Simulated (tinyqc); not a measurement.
Electron mobility in a silicon inversion layer, empirical terms and Matthiessen rule: one step of the calculation.

Inversion layer of sheet density Ns on a uniformly doped body, under a high-permittivity gate with an interlayer. The mobility terms are empirical power laws with prefactors chosen for the exercise; adding their inverses (Matthiessen) is itself an approximation.

Task. Mobility terms and their sum. With t = T/(300 K): muC = Ac (Ns/1e12 cm^-2) t/(Nb/1e17 cm^-3 + Nit/1e11 cm^-2), muP = Ap E^(-1/3) t^(-1.75), muS = As E^(-gs), muR = Ar exp(2 ti/lr)/t; 1/mu is the sum of the inverses.

Parameters, values chosen for the exercise; material values close to those of silicon:
```
symbol,value,unit,meaning
T,400,K,temperature
Nb,2.8e18,cm^-3,body doping
Ap,462,cm^2/(V s),phonon-limited mobility at 1 MV/cm and 300 K
As,879,cm^2/(V s),roughness-limited mobility at 1 MV/cm
gs,2,,exponent of the roughness term
Ac,3200,cm^2/(V s),Coulomb prefactor
Nit,1.4e12,cm^-2,charge at the interface
Ar,240,cm^2/(V s),remote-phonon mobility without interlayer
ti,1.2,nm,interlayer thickness
lr,0.8,nm,decay length of remote phonons
Ns,2.8e12,cm^-2,inversion density
```

E = 1.5033724 MV/cm

Wanted: terms; mu; shares of 1/mu.

Result.

terms (cm^2/(V s)): Coulomb 284.4, phonon 243.8, roughness 388.9, remote phonon 3615
mu = 95.55 cm^2/(V s)
shares of 1/mu (%): Coulomb 33.59, phonon 39.20, roughness 24.57, remote phonon 2.643

The phonon term limits most.

Computed by the program tinyqc: `OMP_NUM_THREADS=1 python tinyqc.py 2510131 2510132 out.jsonl`, one thread of a shared Intel Xeon 2.30GHz, about 0.01 s for the whole run.
